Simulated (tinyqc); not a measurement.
Length of a molecular wire: coherent transport through a tight-binding bridge. Computed by the program tinyqc. 

A uniform bridge between two chains:
```
parameter                        value
site energy (eV)              0.710000
hopping in the bridge (eV)    0.870000
lead hopping (eV)             1.920000
couplings (eV)              1.04, 0.68
E (eV)                        0.060000
```

T = Gamma_L Gamma_R |G_1n|^2 with the self-energies of semi-infinite chains.

Transmission against length:
```
sites           T    ln T
2      8.3653e-01  -0.178
3      4.3561e-01  -0.831
4      6.6019e-01  -0.415
5      6.4918e-01  -0.432
6      4.3778e-01  -0.826
7      8.4311e-01  -0.171
8      4.9368e-01  -0.706
9      5.2264e-01  -0.649
10     8.0928e-01  -0.212
```

E lies inside the band of the bridge (|E - e|/2h = 0.374 < 1): T does not decay but oscillates with length, between 0.436 and 0.843 here, as levels of the bridge pass E.
